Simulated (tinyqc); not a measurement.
# Capacitance measurement on a leaky thin oxide: effects of series resistance and leakage: what changes with what

The device is a capacitance C in parallel with a leakage conductance G, in series with Rs and Ls. An impedance meter reports either a parallel pair (Cp, Gp) from Y = 1/Z = Gp + i w Cp or a series pair (Cs, Rm) from Z = Rm + 1/(i w Cs); w = 2 pi f, dissipation D = Gp/(w |Cp|).

Values chosen for this exercise; values of the order met in thin-oxide MOS capacitors:
```
symbol,value,unit,meaning
eox,3.9,,relative permittivity of the gate insulator (close to silicon dioxide)
tox,1.5,nm,insulator thickness
A,2500,um^2,gate area
zc,0.34,nm,oxide-equivalent thickness added by the accumulation layer
zp,0,nm,oxide-equivalent thickness added by gate depletion
Jg,0.00033,A/cm^2,"gate leakage current density, not matched to the thickness"
Vs,0.44,V,voltage for an e-fold rise of the leakage
Rs,5.1,ohm,series resistance
Ls,0,nH,series inductance
f,2e5,Hz,measuring frequency
```

Constants: eps0 = 8.8541878128e-14 F/cm where lengths are in cm. Results are converted to the units shown.

Each table varies one quantity; the others keep the values above.

## Readings against frequency

EOT = 3.9 tox/eox; CET = EOT + zc + zp; C = 3.9 eps0 A/CET; G = Jg A/Vs. Z = Rs + i w Ls + 1/(G + i w C); CET read from Cp = 3.9 eps0 A/Cp; errors under 0.001 % are printed as 0.

The same in every row: C (pF) = 46.92.

Results:

| f (Hz) | Cp (pF) | Cs (pF) | D | error of Cp (%) | error of Cs (%) | CET read from Cp (nm) |
|---|---|---|---|---|---|---|
| 1000 | 46.92 | 47.11 | 0.06361 | 0 | 0.405 | 1.840 |
| 3000 | 46.92 | 46.94 | 0.02121 | 0 | 0.0449 | 1.840 |
| 10000 | 46.92 | 46.92 | 0.006375 | 0 | 4.05e-3 | 1.840 |
| 1e5 | 46.92 | 46.92 | 7.864e-4 | 0 | 0 | 1.840 |
| 3e5 | 46.92 | 46.92 | 6.630e-4 | 0 | 0 | 1.840 |
| 1e6 | 46.92 | 46.92 | 0.001567 | 0 | 0 | 1.840 |
| 3e6 | 46.92 | 46.92 | 0.004532 | -2.05e-3 | 0 | 1.840 |
| 1e7 | 46.91 | 46.92 | 0.01504 | -0.0226 | 0 | 1.840 |
| 3e7 | 46.82 | 46.92 | 0.04511 | -0.203 | 0 | 1.844 |

Estimate the missing row, f = 30000 Hz.

Computed row:

| f (Hz) | Cp (pF) | Cs (pF) | D | error of Cp (%) | error of Cs (%) | CET read from Cp (nm) |
|---|---|---|---|---|---|---|
| 30000 | 46.92 | 46.92 | 0.002165 | 0 | 0 | 1.840 |

With this row back in the table: D goes from 0.0636 through a minimum of 6.63e-4 (at f = 3e5 Hz among the rows listed) to 0.0451; without inductance its minimum lies at f = sqrt(G (1 + G Rs)/Rs)/(2 pi C) = 2.06e5 Hz. The error of Cp goes from 0 to -0.203 % and that of Cs from 0.405 to 0 %; at low frequency Cp tends to C/(1 + G Rs)^2 and Cs grows as 1 + (G/(w C))^2. One of the two readings is within 2 % of C for f = 1000, 3000, 10000, 30000, 1e5, 3e5, 1e6, 3e6, 1e7, 3e7 Hz.

## Effect of the series resistance

Same model as above.

The same in every row: C (pF) = 46.92; Cs (pF) = 46.92.

Effect of the series resistance:

| Rs (ohm) | Cp (pF) | D | error of Cp (%) | error of Cs (%) | CET read from Cp (nm) |
|---|---|---|---|---|---|
| 1 | 46.92 | 3.770e-4 | 0 | 0 | 1.840 |
| 3 | 46.92 | 4.949e-4 | 0 | 0 | 1.840 |
| 10 | 46.92 | 9.076e-4 | 0 | 0 | 1.840 |
| 30 | 46.92 | 0.002087 | 0 | 0 | 1.840 |
| 100 | 46.92 | 0.006214 | -3.85e-3 | 0 | 1.840 |
| 300 | 46.90 | 0.01801 | -0.0324 | 0 | 1.841 |
| 1000 | 46.75 | 0.05928 | -0.350 | 0 | 1.846 |
| 3000 | 45.49 | 0.1772 | -3.04 | 0 | 1.898 |

Read the table: what changes, and by how much?

As Rs goes from 1 to 3000, the error of Cp goes from 0 to -3.04 %, that of Cs from 0 to 0 %, and D rises from 3.77e-4 to 0.177. The CET read from Cp goes from 1.84 to 1.90 nm against the true 1.84 nm. Rs does not enter the imaginary part of Z, so Cs does not depend on it.

Program tinyqc, `OMP_NUM_THREADS=1 python tinyqc.py 2022140 2022141 out.jsonl`; Intel Xeon 2.30GHz, shared host, one thread, about 0.01 s.
